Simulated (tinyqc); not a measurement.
Inter-valley coupling by envelope functions against a chain of atomic planes, step by step. Values are carried at full precision from step to step, so a last printed digit may differ when a step is redone from the rounded ones.

Chain: E(phi) = e0 + 2 v cos(phi) + 2 u cos(2 phi), cos(phi0) = -v/(4u), e0 = 2u + v^2/(4u); plane j = 0, 1, ... has the potential V_j = dE x_j + F (j - 30) a/4 (1 MV/m = 1e-4 V/angstrom). There are 30 barrier planes a side; with y = j - 29.5, x_j = xb (f(y) + f(Nw - y)), f(y) = 1/(1 + exp(y/L)), plus any Ge added in the well. The valley splitting is the spacing of the two lowest levels. Envelope theory: F_j solves a one-valley chain with hopping -b and diagonal 2b + V_j, b = 4u sin^2(phi0), sum F_j^2 = 1; the valleys couple by Dv = sum_j F_j^2 V_j exp(-2 i phi0 j) and split by 2|Dv|.

Constants: hbar^2/2m0 = 3.80998211 eV angstrom^2.

Values chosen for the exercise (near those of the Delta valleys of silicon in a SiGe well; not measured data):
- a = 5.431 angstrom (lattice constant; planes lie a/4 apart)
- u = 0.646 eV (second-neighbour hopping)
- v = 0.775 eV (nearest hopping)
- Nw = 38 (planes in the well)
- L = 0.75 planes (interface width)
- xb = 0.25 (Ge fraction of the barriers)
- dE = 0.55 eV (offset per unit Ge fraction)
- F = 8 MV/m (field)
- js = 47 (plane j of a Ge spike (the well starts at j = 30))
- xs = 0.08 (Ge fraction added on that plane)

## Valley phase, mass and the wavelengths that couple the valleys

phi0; b = 4u sin^2(phi0); mass m/m0 = c/(b (a/4)^2), c = hbar^2/2m0. A potential couples the valleys if its phase advances by 2 phi0 a plane, or, since only whole planes count, by 2 pi - 2 phi0: periods pi/phi0 and pi/(pi - phi0) planes.

phi0 = 1.87541 rad
b = 2.35156 eV
mass = 0.8789 m0

periods (planes): pi/phi0 1.6752, pi/(pi - phi0) 2.4811

longer period = 3.3688 angstrom

## The smooth well

Lowest doublet of the chain and the envelope result.

level (meV): chain 28.682, envelope 28.737

splitting (micro-eV): chain 27.4, envelope 26.7

planes covered, 1/sum F^4 = 28.59
largest F_j^2 = 0.04830

The levels agree within 0.06 meV. A graded interface has little Fourier weight at 2 phi0, so the splitting is a small remainder of cancelling terms; the envelope value is 0.97 times that of the chain.

## One plane of added Ge, to first order

F_j^2 of the smooth well on that plane = 0.04182

F_j is the envelope on plane j (sum F_j^2 = 1) and Dv the coupling of the two valleys, which split by 2|Dv|. A single plane has Fourier weight at all wavelengths: it adds dE xs F_j^2 to |Dv|, so the splitting is about 2 dE xs F_j^2 if this term rules, and the mean of the doublet rises by dE xs F_j^2.

splitting = 3680 micro-eV
rise of the mean level = 1.840 meV

The chain with the spike gives 3374 micro-eV and a rise of 1.677 meV; the envelope solved with the spike gives 3356. First order is +9 % off: the state draws back from the spike, which the envelope solved anew includes.

## Checks

- Splitting with a weak spike (0.02) on plane j = 42 from the envelope against the chain (micro-eV): 1.05e+03 against 1.06e+03.

tinyqc: `OMP_NUM_THREADS=1 python tinyqc.py 1451574 1451575 out.jsonl`; about 0.04 s, one thread, shared Intel(R) Xeon(R) Processor @ 2.30GHz.
